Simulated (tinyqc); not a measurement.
What moves the results: exciton in an atomically thin sheet (Rytova-Keldysh potential). A value that a table varies takes the place of the one given here.

Relative motion in the plane with V(k) = -2 pi q/(k (kap + r0 k)), q = e^2/(4 pi eps0), c = hbar^2/2m0. Normalised Gaussians exp(-a_i r^2): with A = a_i + a_j, S_ij = 2 sqrt(a_i a_j)/A, T_ij = (4c/mu)(a_i a_j/A) S_ij, V_ij = -q S_ij times the integral over k from 0 to infinity of exp(-k^2/4A)/(kap + r0 k).

Converged values use 20 Gaussians with exponents 2^i/b^2, i = -11 to 8, b the larger of a0 kap/(2 mu) and sqrt(a0 r0/mu), a0 = 0.5291772 angstrom; p states use r exp(i theta) exp(-a r^2).

Constants: hbar^2/2m0 = 3.80998211 eV angstrom^2; e^2/(4 pi eps0) = 14.39964547 eV angstrom; Ry = 13.60569312 eV.

Inputs chosen for the exercise (near those of a WSe2 monolayer; the results hold for these values, not for the real material):
```
symbol  value                   unit      meaning
r0      44.9                    angstrom  screening length of the sheet
kaps    (1, 2, 3, 4, 6, 9, 15)            surroundings
me      0.352                   m0        electron mass
mh      0.424                   m0        hole mass
kap     1                                 mean dielectric constant of the surroundings
Eg      2.281                   eV        gap, in these surroundings
```

## Dielectric surroundings

mu = 0.192330 m0

Converged 1s and 2s bindings; the hydrogen value is 4 Ry mu/kap^2.

Bindings (meV):
```
kap      1s     2s  2s line - 1s line  hydrogen 1s  1s/2s
1.00  488.1  220.5              267.6        10467   2.21
2.00  316.4  108.9              207.4         2617   2.90
3.00  230.6   65.3              165.3         1163   3.53
4.00  177.9   43.4              134.6          654   4.10
6.00  116.6   23.0               93.5          291   5.06
9.00   70.8   11.6               59.2          129   6.10
15.0   33.8    4.6               29.2           47   7.30
```

The 1s binding falls by a factor 14.4 where the hydrogen model gives 225; the local exponent d ln E/d ln kap moves from -0.63 to -1.45, towards -2. The ratio 1s/2s climbs from 2.2 to 7.3, towards the hydrogen value 9, as r0/kap shrinks from 44.9 to 3.0 angstrom.

## What each parameter does

1/mu = 1/me + 1/mh; converged values. Eg is held fixed when kap or r0 changes: the shrinking of the gap by stronger screening, which offsets most of the shift of the 1s line, is left out. Each row changes one parameter from the base and keeps the others.

Results:
```
case                1s binding (meV)  2s - 1s (meV)  2s - 2p (meV)  1s line (eV)
base                           488.1          267.6           50.6         1.793
me = 0.422 m0                  500.8          271.0           51.8         1.780
mh = 0.339 m0                  473.9          263.6           49.2         1.807
kap = 1.6                      368.6          228.8           37.7         1.912
r0 = 53.9 angstrom             427.0          228.3           44.1         1.854
Eg = 2.4 eV                    488.1          267.6           50.6         1.912
```

The largest shifts from the base row, up to three for each result and ties (the steps differ in size, so this ranks the rows, not the parameters). 1s binding (meV): kap -119.5, r0 -61.1, mh -14.3; unchanged at the printed digits by Eg. 2s - 1s (meV): r0 -39.3, kap -38.8, mh -4.0; unchanged at the printed digits by Eg. 2s - 2p (meV): kap -13.0, r0 -6.5, mh -1.4; unchanged at the printed digits by Eg. 1s line (eV): kap +0.120, Eg +0.119, r0 +0.061.

Run: tinyqc, `OMP_NUM_THREADS=1 python tinyqc.py 1280731 1280732 out.jsonl`; Intel(R) Xeon(R) Processor @ 2.30GHz, one thread, shared host; about 0.03 s of CPU time with all checks.
